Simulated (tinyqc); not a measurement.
Angle series: uniform film or islands? Model: X-ray photoelectron analysis of a thin oxide on a semiconductor: attenuation lengths, thickness, angle series and band offsets. Computed by tinyqc, a small Python program. Command: `OMP_NUM_THREADS=1 python tinyqc.py 3112047 3112048 out.jsonl xps walk`. One thread of a shared host (Intel(R) Xeon(R) Processor @ 2.30GHz), about 0.01 s of CPU time with the checks.

The same element is seen in the oxide and in the substrate, at nearly the same kinetic energy; films are flat and uniform, and the work function is ignored.

Inputs (values chosen for the exercise, modelled on SiO2 on silicon):
```
quantity,value,unit
photon energy,1253.6,eV
binding energy of the core level,99.4,eV
oxide density,2.19,g/cm^3
oxide formula mass,60.08,g/mol
valence electrons per oxide formula,16,-
oxide gap,9.04,eV
substrate density,2.33,g/cm^3
substrate formula mass,28.09,g/mol
valence electrons per substrate formula,4,-
substrate gap,1.12,eV
oxide thickness d,3.3,nm
emission angle from the normal,15,degrees
attenuation length over inelastic mean free path,0.86,-
carbon overlayer,0.48,nm
```

Method:
- TPP-2M: lambda = E/(E_p^2 [b ln(c E) - C/E + D/E^2]) in angstrom, E_p = 28.8 sqrt(N_v rho/M), b = -0.10 + 0.944/sqrt(E_p^2 + E_g^2) + 0.069 rho^0.1, c = 0.191/sqrt(rho), U = N_v rho/M, C = 1.97 - 0.91 U, D = 53.4 - 20.8 U, with E = photon energy less binding energy in eV.
- Attenuation length L = factor x lambda.
- R_0 = (rho_o/M_o) L_o/((rho_s/M_s) L_s); peak ratio R = I_ox/I_sub = R_0 [exp(d/(L_o cos theta)) - 1]; hence d = L_o cos theta ln(1 + R/R_0). A carbon layer weakens both peaks alike, by exp(-d_C/(L_o cos theta)) if its L is taken equal to L_o. This R_0 leaves out intrinsic losses from the substrate peak, so calibrated values can be larger.
- Islands: half of the surface carries 2 d and half none, R = R_0 (1/2)(1 - t)/(1/2 + t/2) with t = exp(-2 d/(L_o cos theta)); the apparent thickness is read with the uniform formula.

R_0 = 0.557234

L in the oxide = 2.91219 nm

Against the angle:
```
theta (degrees),"R, uniform","R, islands","apparent d, islands (nm)"
0,1.173,0.45253,1.7313
20,1.304,0.46554,1.6619
35,1.665,0.49131,1.5081
45,2.210,0.51380,1.3455
55,3.461,0.53621,1.1260
65,7.581,0.55203,0.8473
75,43.852,0.55706,0.5223
```

A uniform film gives d = 3.3 nm at every angle. The island film of the same volume reads 1.73 nm at normal emission and 0.522 nm at 75 degrees; its ratio cannot pass R_0, since the bare half always shows the substrate.

Extremes, crossings and ranges named in words are read from the listed rows.
